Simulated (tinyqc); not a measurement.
# Ballistic Schottky-barrier transistor with a two-dimensional channel, WKB contacts, step by step

Computed by the program tinyqc: `OMP_NUM_THREADS=1 python tinyqc.py 2390035 2390036 out.jsonl`, one thread of a shared Intel Xeon 2.30GHz, about 0.5 s for the whole run. Printed values are rounded.

Source Fermi level 0, drain Fermi level -Vd. Far from the contacts Ec = pn - psi, and the gate moves psi one to one; the band edges relax as exp(-x/lam) from pn at the source and pn - Vd at the drain; Ev = Ec - Eg. A carrier of energy w inside the channel band meets at a contact a barrier of height D (the contact edge beyond the channel edge): T = 1 for w >= D, else exp(-S), S = 4 lam sqrt(m/C) [sqrt(D - w) - sqrt(w) arctan sqrt((D - w)/w)], C = hbar^2/(2 m0). The two contacts combine as Ts Td/(Ts + Td - Ts Td).

Inputs (values chosen for the exercise); channel values close to those of an ultrathin silicon body with silicide contacts: temperature T = 300 K; band gap Eg = 1.12 eV; barrier for electrons at both contacts pn = 0.4 eV; electron mass mn = 0.19 m0; hole mass mp = 0.25 m0; valleys or subbands g = 2; screening length at the contacts lam = 3.6 nm; drain bias Vd = 0.5 V; band shift psi of the channel by the gate ps = 0.37 V; energy of one carrier inside the channel band w0 = 0.23 eV; upper end of the grid wm = 0.55 eV; points of the grid nE = 13.

Constants: q = 1.602176634e-19 C, kB = 1.380649e-23 J/K, hbar = 1.054571817e-34 J s, h = 6.62607015e-34 J s, m0 = 9.1093837015e-31 kg, Vt = kB T/q, hbar^2/(2 m0) = 0.0380998212 eV nm^2. Results are converted to the units shown.

Range of the model: No scattering, image-force lowering, channel charge or band-to-band tunnelling; parabolic kappa overstates S deep in the gap.

## Band edges and barriers

Electrons: Ds = psi, Dd = psi - Vd, Es = Ec, Ed = Ec + Vd. Holes: Ds = -psi, Dd = Vd - psi, Es = -Ev, Ed = -Ev - Vd. The size of each current is taken; both flow from drain to source and add.

Ec = 0.03 eV
Ev = -1.09 eV
D for electrons (eV): source 0.3700000, drain -0.1300000
D for holes (eV): source -0.3700000, drain 0.1300000

A negative D is no barrier. Here the electrons carry the larger current.

## Transmission of one of the electrons

S and T at both contacts for w = w0, and the tunnelling distance lam ln(D/w) at the higher barrier.

S at the source = 1.814332
S at the drain = 0
combined T = 0.1629468
tunnelling distance = 1.711525 nm

## Current of the electrons on a coarse grid

I/W = g (2 q^2/h) int T(w) [N(Es + w) - N(Ed + w)] dw with w the energy of motion along the channel, N(y) = (1/2 pi) sqrt(pi m kB T/C) Fm(-y/kB T), Fm(x) = (1/sqrt(pi)) int_0^infinity u^(-1/2)/(1 + exp(u - x)) du. Electrons: Ds = psi, Dd = psi - Vd, Es = Ec, Ed = Ec + Vd. Holes: Ds = -psi, Dd = Vd - psi, Es = -Ev, Ed = -Ev - Vd. The size of each current is taken; both flow from drain to source and add. Simpson's rule on nE equally spaced w from 0 to wm.

| point | w (eV) | Ts | Td | T | size of the supply difference (1/um) |
|---|---|---|---|---|---|
| 0 | 0.0000000 | 3.198951e-9 | 1 | 3.198951e-9 | 26.12327 |
| 1 | 0.0458333 | 4.674028e-5 | 1 | 4.674028e-5 | 5.195893 |
| 2 | 0.0916667 | 0.001177558 | 1 | 0.001177558 | 0.9096689 |
| 3 | 0.1375000 | 0.01013020 | 1 | 0.01013020 | 0.1553139 |
| 4 | 0.1833333 | 0.04892771 | 1 | 0.04892771 | 0.02640190 |
| 5 | 0.2291667 | 0.1599504 | 1 | 0.1599504 | 0.004484722 |
| 6 | 0.2750000 | 0.3863996 | 1 | 0.3863996 | 7.616942e-4 |
| 7 | 0.3208333 | 0.7160373 | 1 | 0.7160373 | 1.293649e-4 |
| 8 | 0.3666667 | 0.9944201 | 1 | 0.9944201 | 2.197104e-5 |
| 9 | 0.4125000 | 1 | 1 | 1 | 3.731510e-6 |
| 10 | 0.4583333 | 1 | 1 | 1 | 6.337508e-7 |
| 11 | 0.5041667 | 1 | 1 | 1 | 1.076347e-7 |
| 12 | 0.5500000 | 1 | 1 | 1 | 1.828043e-8 |

current = 0.03759481 uA/um

A converged quadrature gives 0.03771 uA/um; this grid is 0.30 % below that. 0.205 % of it passes over both barriers, the rest tunnels. The other carrier adds 2.53e-9 uA/um.
